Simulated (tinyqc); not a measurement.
Gate sheet resistance from two finger widths.

Problem. At low frequency R = Rsh Wf/(3 L) + B/Wf, where B collects the channel and vertical terms. Find Rsh, B and the width of lowest R.

Values chosen for this exercise:
```
symbol,value,unit,meaning
L,0.67,um,channel length
```

input resistance of single fingers, contacted at one end, of width 1.3 and 5.9 um (ohm): [34.636051, 17.685808]

Answer. R Wf is a straight line in Wf^2; the minimum of R lies where both terms are equal.

Rsh = 3.60 ohm/square
B = 42.0 ohm um
width of lowest R = 4.84 um

Program tinyqc, `OMP_NUM_THREADS=1 python tinyqc.py 2262121 2262122 out.jsonl`; Intel Xeon 2.30GHz, shared host, one thread, about 0.01 s.
